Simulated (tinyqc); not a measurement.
From anisotropy field mu_0 H_K back to thickness t: single-domain magnet: Stoner-Wohlfarth switching, Neel-Arrhenius retention, LLG dynamics and spin torque. Computed by tinyqc, a small Python program. Command: `OMP_NUM_THREADS=1 python tinyqc.py 3011736 3011737 out.jsonl macro inv`. One thread of a shared host (Intel(R) Xeon(R) Processor @ 2.30GHz), about 0.02 s of CPU time with the checks.

The moment is uniform, with unit vector m; z is the easy axis. mu_0 = 1.25663706212e-6 T m/A, gamma = 1.76085963023e11 rad/(s T).

Inputs (values chosen for the exercise, for a model magnet):

| quantity | value | unit |
|---|---|---|
| saturation magnetisation M_s | 859 | kA/m |
| diameter d | 53 | nm |
| interface anisotropy K_i | 0.827 | mJ/m^2 |
| bulk anisotropy K_u | 0 | kJ/m^3 |

Shape: thin disc, easy axis normal to it.

Method. The disc is treated as an oblate spheroid with p = t/d: N_z = [1 - p arccos(p)/sqrt(1 - p^2)]/(1 - p^2); V = pi d^2 t/4; K_eff = K_u + K_i/t + K_shape, K_shape = -(mu_0 M_s^2/4)(3 N_z - 1); mu_0 H_K = 2 K_eff/M_s.

Problem. A run gave the result below. Find the thickness t, known to lie between 1.3 and 1.8 nm.

anisotropy field mu_0 H_K = 0.2553266 T

Solution.

Each step takes the trial c = (a f_b - b f_a)/(f_b - f_a), f being the result less the target and a, b, c the logarithms of the listed values; c replaces end b, the old b replaces a if the sign of f changed, and otherwise f_a is halved.

Scan of the range:

| thickness t (nm) | anisotropy field mu_0 H_K (T) |
|---|---|
| 1.30 | 0.462190 |
| 1.37 | 0.389664 |
| 1.45 | 0.315712 |
| 1.53 | 0.249855 |
| 1.61 | 0.190885 |
| 1.70 | 0.131563 |
| 1.80 | 0.073056 |

False position (Illinois rule, in the logarithm of the input) inside the bracket:

| step | end a | end b | trial | anisotropy field mu_0 H_K (T) |
|---|---|---|---|---|
| 1 | 1.45000 | 1.53000 | 1.52319 | 0.255179 |
| 2 | 1.45000 | 1.52319 | 1.52282 | 0.255466 |
| 3 | 1.52319 | 1.52282 | 1.52300 | 0.255327 |
| 4 | 1.52282 | 1.52300 | 1.52300 | 0.255327 |

Anisotropy field mu_0 H_K falls at every point of a 13-point scan of the range (every second point is shown), so one value fits; it is bracketed by 1.45 and 1.53. Answer: thickness t = 1.523 nm.

Caution: a flat cylinder has a smaller N_z than the spheroid of the same t/d, so K_eff of a real disc is larger.
